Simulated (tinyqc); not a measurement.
Zener tunnelling in a reverse-biased junction, two-band WKB: two steps of the calculation.

Abrupt p-n junction, depletion approximation. Energies E are counted from the conduction-band edge of the neutral n side; its Fermi level lies at dn, that of the p side at dn - V, and the valence-band edge of the neutral p side at Em = dn + dp - V. Tunnelling needs 0 < E < Em. Two-band dispersion with equal masses m: inside the gap kappa = sqrt(m u (1 - u/Eg)/C), u the distance from a band edge, C = hbar^2/(2 m0).

Inputs (values chosen for the exercise); band and dielectric values close to those of indium arsenide:
```
symbol,value,unit,meaning
T,300,K,temperature
Eg,0.346,eV,band gap
eps_r,15.4,,relative permittivity
Nc,8.83e16,cm^-3,conduction-band density of states at 300 K
Nv,6.59e18,cm^-3,valence-band density of states at 300 K
m,0.028,m0,band-edge mass of the two-band model
Na,7.3e18,cm^-3,acceptor density
Nd,3.7e17,cm^-3,donor density
V,-0.69,V,bias of the p side
```

Constants: q = 1.602176634e-19 C, kB = 1.380649e-23 J/K, hbar = 1.054571817e-34 J s, m0 = 9.1093837015e-31 kg, Vt = kB T/q, eps0 = 8.8541878128e-14 F/cm where lengths are in cm, hbar^2/(2 m0) = 0.0380998212 eV nm^2. Results are converted to the units shown.

Task 1. Fermi levels and built-in voltage. Nd = Nc F12(dn/Vt), Na = Nv F12(dp/Vt), F12(x) = (2/sqrt(pi)) int_0^infinity sqrt(u)/(1 + exp(u - x)) du; dn = EF - Ec on the n side, dp = Ev - EF on the p side (negative outside the bands); Vbi = Eg + dn + dp.

Give: dn; dp; Vbi.

Result 1.

dn = 0.073342 eV
dp = 0.012618 eV
Vbi = 0.43196 V

Boltzmann statistics would give dn = 0.0370 eV and dp = 0.00265 eV. At zero bias the bands of the two sides overlap by dn + dp.

Task 2. Width, field and exponent. W = sqrt(2 eps0 eps_r (Vbi - V)(1/Na + 1/Nd)/q), mean field F = (Vbi - V)/W, peak field 2 F. In a uniform field F the exponent is S = pi sqrt(m/C) Eg^1.5/(4 F). Transverse energy Et = C kt^2/m raises it to S (1 + 4 Et/Eg), so T = exp(-S) exp(-Et/Eb) with Eb = Eg/(4 S). KJ = (2 q^2/h) m/(4 pi C) (times 1e14 for A/cm^2 per eV^2).

Vbi = 0.43196033 V

Wanted: W; mean field; S; exp(-S); Eb; tunnelling length Eg/F.

Result 2.

W = 73.64 nm
mean field = 0.1524 MV/cm
S = 8.994
exp(-S) = 1.241e-4
Eb = 9.617 meV
tunnelling length Eg/F = 22.71 nm

Range of the model: Parabolic densities of states, no band tails and no gap narrowing, all of which matter at such doping.

Computed by the program tinyqc: `OMP_NUM_THREADS=1 python tinyqc.py 2620142 2620143 out.jsonl`, one thread of a shared Intel Xeon 2.30GHz, about 0.03 s for the whole run.
